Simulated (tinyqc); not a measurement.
Exchange-split free-electron bands and tunnelling magnetoresistance: one step. Magnetoresistance. Three cases, with inputs chosen for the exercise.

Question. From the T, and from the Julliere formula with P_k and with P_eff.

Barrier: kappa = sqrt(mb phi/c), c = hbar^2/2m0. With a = k1/m, b = k2/m, w = kappa/mb, the transmission at normal incidence is T(k1, k2) = 4 a b w^2/[w^2 (a + b)^2 + (w^2 + a^2)(w^2 + b^2) sinh^2(kappa d)]. Parallel: G_P = T(up, up) + T(dn, dn); antiparallel: G_AP = 2 T(up, dn); TMR = (G_P - G_AP)/G_AP. Julliere: TMR = 2 P^2/(1 - P^2). Slonczewski factor: P_eff = P_k (w^2 - a_up a_dn)/(w^2 + a_up a_dn), P_k = (k_up - k_dn)/(k_up + k_dn).

Give: TMR from T; P_k; P_eff; Julliere with P_k; Julliere with P_eff.

Case 1.

Values chosen: m = 1.08 m0 (mass in the electrodes); mb = 0.72 m0 (mass in the barrier).

T: up-up 0.00170641, dn-dn 0.00172706, up-dn 0.00171627

k_up, k_dn (1/angstrom): 1.146857  0.542959

kappa = 0.521658 1/angstrom

Answer.

TMR from T = 0.03 %
P_k = 0.3574
P_eff = -0.0030
Julliere with P_k = 29.28 %
Julliere with P_eff = 0.00 %

The interface factor is -0.008: it reverses the sign of the tunnelling polarisation. The plain Julliere value lies 29.3 points above the result and the one with P_eff 0.03 points from it. Symmetry filtering in crystalline barriers, which gives far larger values, is outside this model.

Case 2.

Values chosen: m = 0.93 m0 (mass in the electrodes); mb = 0.51 m0 (mass in the barrier).

T: up-up 0.000188004, dn-dn 0.000244692, up-dn 0.000214478

k_up, k_dn (1/angstrom): 1.478884  0.742736

kappa = 0.469965 1/angstrom

Answer.

TMR from T = 0.87 %
P_k = 0.3314
P_eff = -0.0658
Julliere with P_k = 24.67 %
Julliere with P_eff = 0.87 %

The interface factor is -0.199: it reverses the sign of the tunnelling polarisation. The plain Julliere value lies 23.8 points above the result and the one with P_eff 0.00 points from it. Symmetry filtering in crystalline barriers, which gives far larger values, is outside this model.

Case 3.

Values chosen: m = 0.86 m0 (mass in the electrodes); mb = 0.35 m0 (mass in the barrier).

T: up-up 1.08141e-05, dn-dn 1.02248e-05, up-dn 1.05153e-05

k_up, k_dn (1/angstrom): 1.094285  0.843893

kappa = 0.436072 1/angstrom

Answer.

TMR from T = 0.04 %
P_k = 0.1292
P_eff = 0.0140
Julliere with P_k = 3.39 %
Julliere with P_eff = 0.04 %

The interface factor is +0.108. The plain Julliere value lies 3.4 points above the result and the one with P_eff 0.00 points from it. Symmetry filtering in crystalline barriers, which gives far larger values, is outside this model.

Computed by tinyqc, one run a case: `OMP_NUM_THREADS=1 python tinyqc.py N N+1 out.jsonl` with N = 1650012, 1650293, 1650490; one thread of a shared Intel(R) Xeon(R) Processor @ 2.30GHz, about 0.01 s a run at most.
